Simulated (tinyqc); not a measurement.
Floating body of a partially depleted SOI transistor: body voltage and kink: one step of the calculation.

Source at 0 V. Channel current Ic = 2 nf K Vt^2 [F(0) - F(Vd)](1 + la Vd), F(V) = ln^2(1 + exp((Vg - VT - nf V)/(2 nf Vt))), VT = VT0 - gb Vb. Saturation voltage Vs = 2 Vt sqrt(F(0)) + 3 Vt, excess Ve = (Vd - Vs + sqrt((Vd - Vs)^2 + 0.0004 V^2))/2, multiplication M1 = Ai Ve exp(-Bl/Ve). Each junction passes D(v) = J1 (exp(v/Vt) - 1) + J2 (exp(v/(2 Vt)) - 1). Bipolar current Ib = bb J1 (exp(Vb/Vt) - 1). The body settles where M1 (Ic + Ib) = D(Vb) + D(Vb - Vd) + Vb/Rb; drain current Id = (1 + M1)(Ic + Ib) - D(Vb - Vd).

Task. Drain current with floating and with grounded body. Id and VT at the converged Vb, Id at Vb = 0, their ratio, and the bipolar share Ib/(Ic + Ib).

Values chosen for this exercise; values of the order met in partially depleted silicon-on-insulator transistors:
```
symbol    value         unit                                                                                            meaning
T           358            K                                                                                        temperature
VT0        0.45            V                                                                     threshold at zero body voltage
gb         0.23                                                                  fall of the threshold per volt of body voltage
nf         1.34                                                                                                    slope factor
K           430  uA/(V^2 um)                                                                              gain factor per width
la         0.09          1/V                                                                   channel-length modulation factor
Ai         2.22          1/V                                                                        impact-ionisation prefactor
Bl          7.1            V                                                                          impact-ionisation voltage
J1      6.7e-10        uA/um                                                      diffusion saturation current of each junction
J2       3.4e-8        uA/um                                                  recombination saturation current of each junction
bb          0.5                                                 gain of the lateral bipolar transistor on the diffusion current
Rb          1e5      kohm um  resistance of a weak body tie to the source (1e9 stands for no tie, and the term is then dropped)
Vg         0.87            V                                                                                       gate voltage
Vd          1.5            V                                                                                      drain voltage
```

Constants: q = 1.602176634e-19 C, kB = 1.380649e-23 J/K, Vt = kB T/q. Results are converted to the units shown.

converged Vb = 0.57796991 V

Find: VT; Id, floating; Id, grounded; ratio; bipolar share.

Result.

VT = 0.3171 V
Id, floating = 55.84 uA/um
Id, grounded = 32.32 uA/um
ratio = 1.728
bipolar share = 0.08228 %

The body rises to 0.578 V and lowers the threshold by 133 mV.

Range of the model: The multiplication law is an empirical form chosen for the exercise; self-heating and capacitive coupling to the body are left out, and the linear laws are rough once Vb passes about 0.7 V or M1 about 0.1.

Program tinyqc, `OMP_NUM_THREADS=1 python tinyqc.py 2182140 2182141 out.jsonl`; Intel Xeon 2.30GHz, shared host, one thread, about 0.2 s.
